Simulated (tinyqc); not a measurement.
# On-chip interconnect, size-dependent resistivity and RC delay: what changes with what

A rectangular line between two neighbours and two ground planes. Surface and grain-boundary scattering are added to the bulk resistivity as corrections; capacitances are parallel-plate values without fringing; inductance is ignored.

Parameters, values chosen for the exercise; metal values close to those of copper: bulk resistivity rho0 = 1.66 uohm cm; bulk mean free path lam = 39.9 nm; specular share of surface scattering ps = 0; reflection coefficient of grain boundaries Rg = 0.57; grain size over the metal width gr = 1.5; drawn line width wd = 9.2 nm; aspect ratio, height over width AR = 1.4; liner on both walls and the bottom, not conducting tl = 1.8 nm; space to the neighbouring lines sp = 11 nm; dielectric height to the planes above and below hd = 17 nm; relative permittivity of the dielectric ek = 4.2; Miller factor of the neighbours Mf = 1; line length Lw = 65 um; load capacitance Cl = 3.2 fF; bulk resistivity of the second metal (close to iridium) rho2 = 5.05 uohm cm; mean free path of the second metal lam2 = 7.3 nm; liner of the second metal tl2 = 0.6 nm.

Constants: eps0 = 8.8541878128e-12 F/m. Results are converted to the units shown.

Each table varies one quantity; the others keep the values above.

## Delay against the driver resistance

Metal width x = wd - 2 tl, height y = AR wd - tl; grain boundaries (Mayadas-Shatzkes): al = (lam/(gr x)) Rg/(1 - Rg), g = 1/[1 - 3 al/2 + 3 al^2 - 3 al^3 ln(1 + 1/al)] - 1; surfaces (Fuchs-Sondheimer, thick limit): s = (3/8) lam (1 - ps)(1/x + 1/y); rho = rho0 (1 + g + s); r = rho/(x y); c = eps0 ek (2 wd/hd + 2 Mf AR wd/sp). Elmore delay tE = Rd (c Lw + Cl) + r Lw (c Lw/2 + Cl); t50 is the time at which the far end of a ladder of 30 pi sections (half capacitances at both ends, Cl at the far end, a step applied through Rd) reaches half the step; line share r Lw/(Rd + r Lw); estimate 0.69 Rd (c Lw + Cl) + 0.38 r c Lw^2 + 0.69 r Lw Cl.

The same in every row: rho (uohm cm) = 22.38; r (ohm/um) = 3606; c (fF/um) = 0.1273.

Delay against the driver resistance:
```
Rd (ohm)  tE (ps)  t50 (ps)  estimate (ps)  line share of the resistance (%)
50           1721      1280           1255                             99.98
100          1721      1280           1256                             99.96
400          1725      1283           1258                             99.83
1000         1732      1288           1263                             99.58
3000         1755      1305           1279                             98.74
7000         1800      1340           1310                             97.10
20000        1950      1451           1413                             92.14
50000        2294      1703           1651                             82.42
```

As Rd goes from 50 to 50000, r stays at 3610 ohm/um, c stays at 0.127 fF/um and t50 rises from 1280 to 1700 ps. t50/tE lies between 0.742 and 0.744, and the estimate is within 3.1 % of t50.

## Two metals against line width

Metal width x = wd - 2 tl, height y = AR wd - tl; grain boundaries (Mayadas-Shatzkes): al = (lam/(gr x)) Rg/(1 - Rg), g = 1/[1 - 3 al/2 + 3 al^2 - 3 al^3 ln(1 + 1/al)] - 1; surfaces (Fuchs-Sondheimer, thick limit): s = (3/8) lam (1 - ps)(1/x + 1/y); rho = rho0 (1 + g + s); r = rho/(x y). The second metal has rho2, lam2 and tl2 in place of rho0, lam and tl; ps, Rg, gr and AR are shared.

Results:
```
wd (nm)  rho, first (uohm cm)  rho, second (uohm cm)  r, first (ohm/um)  r, second (ohm/um)  ratio second/first
6.5                     40.64                  17.72            1.920e4                3933              0.2049
8                       27.79                  15.00               6719                2080              0.3097
13                      14.22                  10.87              922.2               523.2              0.5674
17                      10.56                  9.426              358.2               257.1              0.7179
22                      8.195                  8.395              153.6               133.6              0.8702
30                      6.255                  7.483              58.94               62.76               1.065
45                      4.621                  6.662              18.24               24.38               1.337
70                      3.526                  6.084              5.519               9.079               1.645
120                     2.737                  5.653              1.415               2.842               2.009
```

Estimate the missing row, wd = 10 nm.

Computed row:
```
wd (nm)  rho, first (uohm cm)  rho, second (uohm cm)  r, first (ohm/um)  r, second (ohm/um)  ratio second/first
10                      19.87                  12.79               2545                1085              0.4262
```

With this row back in the table: The resistivity of the first metal falls from 40.6 to 2.74 uohm cm and that of the second goes from 17.7 to 5.65 uohm cm as the line widens. The products rho0 lam, which set the size effect, are 66.2 and 36.9 uohm cm nm. The two resistances cross at wd = 27.1 nm: below it the second metal gives the lower line resistance. For widths well under the mean free path the thick-limit surface term is only a guide.

Range of the model: The metal width is under the mean free path, where the thick-limit surface term and the simple sum of corrections lose accuracy.

Computed by the program tinyqc: `OMP_NUM_THREADS=1 python tinyqc.py 2100117 2100118 out.jsonl`, one thread of a shared Intel Xeon 2.30GHz, about 0.01 s for the whole run.
